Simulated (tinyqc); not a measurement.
# MOSFET in saturation, small-signal circuit and noise: effects of single changes

Bias by the inversion coefficient IC = I/Ispec (charge-based model with velocity saturation; weak inversion below 0.1, strong above 10). Common-source circuit: gm, gds, Cgs, Cgd and Cj at the inner nodes, Rg in series with the gate; quasi-static, no source or drain resistance, no gate-body capacitance, no substrate network, no induced gate noise, so fmax is an upper estimate.

Inputs (values chosen for the exercise):
```
symbol,value,unit,meaning
T,300,K,temperature
L,130,nm,gate length
W,20,um,total gate width
Cox,0.92,uF/cm^2,gate capacitance
mu,330,cm^2/(V s),mobility
n,1.32,,slope factor
Ls,15,nm,velocity-saturation length
sg,0.035,,ratio gds/gm
Cov,0.2,fF/um,overlap and fringe capacitance per side
Cj,0.68,fF/um,drain junction capacitance
Rsh,5,ohm,sheet resistance of the gate
Wf,4,um,finger width
Rc,50,ohm um,gate contact and vertical resistance
IC,1.8,,inversion coefficient
gw,0.14,,short-channel excess of the noise factor
Nt,8.8e17,cm^-3 eV^-1,oxide trap density
lt,0.1,nm,tunnelling length into the oxide
ac,3000,V s/C,Coulomb scattering coefficient
```

Constants: q = 1.602176634e-19 C, kB = 1.380649e-23 J/K, Vt = kB T/q. Results are converted to the units shown.

Each table varies one quantity; the others keep the values above.

## Gains against frequency

Ispec = 2 n mu Cox (W/L) Vt^2, lc = Ls/L, gms = [sqrt((lc IC + 1)^2 + 4 IC) - 1]/[2 + lc (lc IC + 1)], gm = gms Ispec/(n Vt), gds = sg gm. qs = [sqrt(1 + 4 IC) - 1]/2, Cgs = Cox W L qs (2 qs + 3)/(3 (qs + 1)^2) + Cov W, Cgd = Cov W, Cd = Cj W, Rg = Rsh (Wf/L)/(12 Nf) + Rc/W with Nf = W/Wf fingers (not rounded) contacted at both ends. fT = gm/(2 pi (Cgs + Cgd)), fmax = fT/(2 sqrt(Rg (gds + 2 pi fT Cgd))). Inner admittances at w = 2 pi f: y11 = i w (Cgs + Cgd), y12 = -i w Cgd, y21 = gm - i w Cgd, y22 = gds + i w (Cgd + Cd). Invert to Z, add Rg to Z11 and invert back to Y. |h21| = |Y21/Y11|; U = |Y21 - Y12|^2/(4 [Re Y11 Re Y22 - Re Y12 Re Y21]). MSG = |Y21/Y12|; stability factor k = [2 Re Y11 Re Y22 - Re(Y12 Y21)]/|Y12 Y21|.

The same in every row: f sqrt(U) (GHz) = 183.23.

Results:

| f (GHz) | \|h21\| (dB) | U (dB) | MSG (dB) | k |
|---|---|---|---|---|
| 0.2 | 39.885 | 59.239 | 26.397 | 0.0025522 |
| 0.37 | 34.542 | 53.896 | 23.726 | 0.0047215 |
| 0.69 | 29.129 | 48.483 | 21.019 | 0.0088047 |
| 1.3 | 23.628 | 42.981 | 18.269 | 0.016587 |
| 2.4 | 18.305 | 37.656 | 15.607 | 0.030614 |
| 4.5 | 12.853 | 32.196 | 12.881 | 0.057348 |
| 16 | 1.9667 | 21.178 | 7.4382 | 0.20082 |

Estimate the missing row, f = 8.4 GHz.

Computed row:

| f (GHz) | \|h21\| (dB) | U (dB) | MSG (dB) | k |
|---|---|---|---|---|
| 8.4 | 7.4600 | 26.774 | 10.185 | 0.10670 |

With this row back in the table: Over the table |h21| falls by 19.9 dB a decade, U by 20.0 and MSG by 9.96. The product f sqrt(U) stays at 183 GHz, against fmax = 183 GHz from the formula. k stays below one in all rows, so the device is only conditionally stable. In every row fmax exceeds 4 fT, where channel resistance and substrate losses, left out here, would cap it.

## Integrated noise against bandwidth

Channel noise Sid = 4 kB T gam n gm with gam = (1/2 + (2/3) qs)/(1 + qs) + gw lc IC, qs = [sqrt(1 + 4 IC) - 1]/2, lc = Ls/L (the last term an empirical rise with velocity saturation); at the gate, white noise Sw = Sid/gm^2 + 4 kB T Rg. Number fluctuation with correlated mobility: S(f) = K/f, K = q^2 Vt lt Nt/(W L Cox^2) (1 + ac mu Cox I/gm)^2, Vt in eV with Nt per eV. Corner fc = K/Sw. Mean square from f1 = 10 Hz to B: Sw (B - f1) + K ln(B/f1).

Integrated noise against bandwidth:

| B (Hz) | spot noise at B (nV/Hz^0.5) | white part (uV rms) | 1/f part (uV rms) | total (uV rms) |
|---|---|---|---|---|
| 1000 | 546.9 | 0.07811 | 37.11 | 37.11 |
| 10000 | 173.0 | 0.2481 | 45.45 | 45.45 |
| 1e5 | 54.74 | 0.7850 | 52.48 | 52.49 |
| 1e6 | 17.47 | 2.482 | 58.68 | 58.73 |
| 1e7 | 6.006 | 7.850 | 64.28 | 64.76 |
| 1e8 | 3.025 | 24.82 | 69.43 | 73.73 |
| 1e9 | 2.542 | 78.50 | 74.22 | 108.0 |

Read the table: what changes, and by how much?

The 1/f part adds the same power, K ln 10, in each decade and grows only from 37.1 to 74.2 uV; the white part grows as sqrt(B). It overtakes the 1/f part by B = 1e9 Hz among the rows, above the corner fc = 4.85e7 Hz of the spot noise.

## Effect of the inversion coefficient on speed and noise

Same model as above.

Corner fc = K/Sw. IC is held fixed.

The same in every row: Rg (ohm) = 5.064.

Result of one run:

| IC | I (uA) | fT (GHz) | fmax (GHz) | sqrt(Sw) (nV/Hz^0.5) | fc (MHz) |
|---|---|---|---|---|---|
| 0.03 | 2.472 | 1.290 | 48.53 | 12.54 | 1.797 |

What becomes of these results when the inversion coefficient IC is changed from 0.03 to 30, all else the same?

Result of the changed run:

| IC | I (uA) | fT (GHz) | fmax (GHz) | sqrt(Sw) (nV/Hz^0.5) | fc (MHz) |
|---|---|---|---|---|---|
| 30 | 2472 | 73.89 | 348.4 | 1.564 | 160.5 |

The whole series:

| IC | I (uA) | fT (GHz) | fmax (GHz) | sqrt(Sw) (nV/Hz^0.5) | fc (MHz) |
|---|---|---|---|---|---|
| 0.03 | 2.472 | 1.290 | 48.53 | 12.54 | 1.797 |
| 0.1 | 8.241 | 3.521 | 79.77 | 7.162 | 5.532 |
| 0.3 | 24.72 | 7.440 | 114.8 | 4.520 | 14.02 |
| 1 | 82.41 | 14.58 | 158.5 | 2.958 | 33.52 |
| 3 | 247.2 | 25.52 | 207.3 | 2.168 | 65.09 |
| 10 | 824.1 | 45.79 | 275.4 | 1.700 | 115.8 |
| 30 | 2472 | 73.89 | 348.4 | 1.564 | 160.5 |

As IC goes from 0.03 to 30, fT rises from 1.29 to 73.9 GHz, fmax rises from 48.5 to 348 GHz, the white noise falls from 12.5 to 1.56 nV/Hz^0.5 and the corner rises from 1.80 to 161 MHz. In every row fmax exceeds 4 fT, where channel resistance and substrate losses, left out here, would cap it.

## Effect of the overlap and fringe capacitance per side on speed and noise

Same model as above.

Corner fc = K/Sw. IC is held fixed.

The same in every row: I (uA) = 148.3; Rg (ohm) = 5.064; sqrt(Sw) (nV/Hz^0.5) = 2.482; fc (MHz) = 48.53.

Effect of the overlap and fringe capacitance per side on speed and noise:

| Cov (fF/um) | fT (GHz) | fmax (GHz) |
|---|---|---|
| 0.05 | 29.87 | 408.2 |
| 0.15 | 22.25 | 222.0 |
| 0.25 | 17.73 | 156.5 |
| 0.35 | 14.74 | 121.6 |
| 0.45 | 12.61 | 99.68 |
| 0.55 | 11.02 | 84.54 |
| 0.65 | 9.781 | 73.44 |

Read the table: what changes, and by how much?

As Cov goes from 0.05 to 0.65 fF/um, fT falls from 29.9 to 9.78 GHz, fmax falls from 408 to 73.4 GHz, the white noise stays at 2.48 nV/Hz^0.5 and the corner stays at 48.5 MHz. In every row fmax exceeds 4 fT, where channel resistance and substrate losses, left out here, would cap it.

tinyqc, about 0.01 s, one thread, Intel Xeon 2.30GHz (shared host): `OMP_NUM_THREADS=1 python tinyqc.py 2150148 2150149 out.jsonl`
